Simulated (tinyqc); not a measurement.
Worked calculation: inverse iteration on a symmetric matrix. One step of it, computed by the program tinyqc.

Task: Step 1. solve (A - shift) w = v; v' = w/|w| with its largest component positive (the first on a tie); lambda = v'^T A v'.

A, lower triangle:
```
           1          2          3          4         5         6
1   0.028000
2  -0.882000   0.258000
3   0.112000  -0.604000   1.205000
4   0.182000   0.255000  -0.114000   1.211000
5   0.704000   0.175000   0.310000   0.603000  2.327000
6  -0.266000  -0.064000  -0.267000  -0.269000  0.856000  3.374000
```

vector v at the start: 0.408248  0.408248  0.408248  0.408248  0.408248  0.408248

shift = 0.110000

Give: vector after step 1; Rayleigh quotient after step 1.

Result:

vector after step 1: 0.6621  0.1893  -0.4223  -0.5485  -0.1816  -0.1169

Rayleigh quotient after step 1 = 0.3044
